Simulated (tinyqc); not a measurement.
G0W0 on RHF in the sto-6g basis, for BeH2, spin multiplicity 1, step by step. One step of it, computed by the program tinyqc.

Task: G0W0 on Hartree-Fock: HOMO. W(p,q,m) = sqrt2 sum_ia (pq|ia) (X+Y)_ia,m; Sigma_c(x) = sum_(i,m) W^2/(x - e_i + w_m) + sum_(a,m) W^2/(x - e_a - w_m); solve x = e_p + Sigma_c(x) by Newton steps; Z = 1/(1 - dSigma/dx); 1 hartree = 27.211386 eV.

orbital energies (hartree): MO1 -4.591359, MO2 -0.452180, MO3 -0.415986, MO4 0.209180, MO5 0.209180, MO6 0.441989, MO7 0.891543

Two-electron integrals over orbitals (pq|rs), unique and non-zero (hartree):
```
(11|11) 2.280550    (21|11) -0.195965   (21|21) 0.026366    (22|11) 0.482924
(22|21) -0.006351   (22|22) 0.394212    (31|31) 0.005878    (32|31) 0.013363
(32|32) 0.164588    (33|11) 0.451424    (33|21) -0.002372   (33|22) 0.407593
(33|33) 0.430627    (41|41) 0.016044    (42|41) 0.014976    (42|42) 0.048430
(43|43) 0.014231    (44|11) 0.570052    (44|21) -0.007379   (44|22) 0.365654
(44|33) 0.352844    (44|44) 0.450117    (51|51) 0.016044    (52|51) 0.014976
(52|52) 0.048430    (53|53) 0.014231    (54|54) 0.024258    (55|11) 0.570052
(55|21) -0.007379   (55|22) 0.365654    (55|33) 0.352844    (55|44) 0.401601
(55|55) 0.450117    (61|11) -0.194513   (61|21) 0.026957    (61|22) -0.006866
(61|33) -0.003661   (61|44) -0.004855   (61|55) -0.004855   (61|61) 0.027791
(62|11) 0.122651    (62|21) -0.006966   (62|22) -0.023079   (62|33) -0.045841
(62|44) 0.055917    (62|55) 0.055917    (62|61) -0.005100   (62|62) 0.079249
(63|31) -0.001921   (63|32) -0.093778   (63|63) 0.083142    (64|41) 0.016419
(64|42) 0.047305    (64|64) 0.051352    (65|51) 0.016419    (65|52) 0.047305
(65|65) 0.051352    (66|11) 0.484726    (66|21) -0.007300   (66|22) 0.394074
(66|33) 0.404658    (66|44) 0.366947    (66|55) 0.366947    (66|61) -0.007191
(66|62) -0.031420   (66|66) 0.409354    (71|31) 0.011088    (71|32) 0.019858
(71|63) -0.001311   (71|71) 0.021289    (72|31) 0.003738    (72|32) -0.044452
(72|63) 0.061961    (72|71) 0.007481    (72|72) 0.057653    (73|11) 0.142700
(73|21) -0.004642   (73|22) -0.005331   (73|33) -0.020429   (73|44) 0.061502
(73|55) 0.061502    (73|61) -0.003405   (73|62) 0.074734    (73|66) -0.023583
(73|73) 0.083757    (74|43) 0.013690    (74|74) 0.016583    (75|53) 0.013690
(75|75) 0.016583    (76|31) 0.010993    (76|32) 0.143022    (76|63) -0.093537
(76|71) 0.016671    (76|72) -0.054497   (76|76) 0.139903    (77|11) 0.572197
(77|21) -0.008247   (77|22) 0.423922    (77|33) 0.442256    (77|44) 0.388751
(77|55) 0.388751    (77|61) -0.008471   (77|62) -0.032759   (77|66) 0.432800
(77|73) -0.008598   (77|77) 0.483367
```

excitation energies w (hartree): 0.653008  0.653008  0.751676  0.751676  0.979863  0.996242  1.475318  1.496012  4.832572  4.832572  5.088638  5.525338

X + Y:
```
            1         2          3          4          5          6          7         8
1>4  0.000000  0.000000  -0.011837   0.000001   0.000000   0.000000   0.000000  0.000000
1>5  0.000000  0.000000  -0.000001  -0.011837   0.000000   0.000000   0.000000  0.000000
1>6  0.000000  0.000000   0.000000   0.000000   0.000000   0.002912   0.000000  0.003513
1>7  0.000000  0.000000   0.000000   0.000000   0.002345   0.000000  -0.005208  0.000000
2>4  0.000000  0.000000   0.937992  -0.000043   0.000000   0.000000   0.000000  0.000000
2>5  0.000000  0.000000   0.000043   0.937992   0.000000   0.000000   0.000000  0.000000
2>6  0.000000  0.000000   0.000000   0.000000   0.000000   0.912354   0.000000  0.208291
2>7  0.000000  0.000000   0.000000   0.000000  -0.262928   0.000000   0.929989  0.000000
3>4  0.000000  0.978450   0.000000   0.000000   0.000000   0.000000   0.000000  0.000000
3>5  0.978450  0.000000   0.000000   0.000000   0.000000   0.000000   0.000000  0.000000
3>6  0.000000  0.000000   0.000000   0.000000   0.911848   0.000000   0.171223  0.000000
3>7  0.000000  0.000000   0.000000   0.000000   0.000000  -0.308657   0.000000  0.900314

            9        10         11         12
1>4  0.000000  0.996669   0.000000   0.000000
1>5  0.996669  0.000000   0.000000   0.000000
1>6  0.000000  0.000000   0.994550   0.000000
1>7  0.000000  0.000000   0.000000   0.996148
2>4  0.000000  0.001733   0.000000   0.000000
2>5  0.001733  0.000000   0.000000   0.000000
2>6  0.000000  0.000000  -0.000739   0.000000
2>7  0.000000  0.000000   0.000000   0.001408
3>4  0.000000  0.000000   0.000000   0.000000
3>5  0.000000  0.000000   0.000000   0.000000
3>6  0.000000  0.000000   0.000000  -0.000142
3>7  0.000000  0.000000  -0.000758   0.000000
```

Give: The 12 largest terms at x = e_p; Newton steps; quasiparticle energy of the HOMO; Hartree-Fock value.

Result:

The 12 largest terms at x = e_p (hartree; W for the signs of X + Y given):

| q | m | W | term |
|---|---|---|---|
| 2 | 5 | -0.1043 | 0.0107 |
| 7 | 8 | 0.1286 | -0.0059 |
| 6 | 7 | 0.1016 | -0.0044 |
| 2 | 7 | -0.0813 | 0.0044 |
| 6 | 5 | 0.0842 | -0.0039 |
| 3 | 6 | -0.0502 | 0.0025 |
| 7 | 6 | 0.0599 | -0.0016 |
| 3 | 8 | -0.0395 | 0.0010 |
| 5 | 1 | 0.0197 | -3.03e-04 |
| 4 | 2 | 0.0197 | -3.03e-04 |
| 2 | 12 | 0.0279 | 1.40e-04 |
| 1 | 12 | 0.0156 | 2.52e-05 |

Newton steps (hartree):

| step | x | Sigma_c(x) | Z |
|---|---|---|---|
| 0 | -0.4160 | 0.0025 | 0.9766 |
| 1 | -0.4136 | 0.0024 | 0.9767 |
| 2 | -0.4136 | 0.0024 | 0.9767 |

quasiparticle energy of the HOMO = -11.2533 eV

Hartree-Fock value = -11.3196 eV
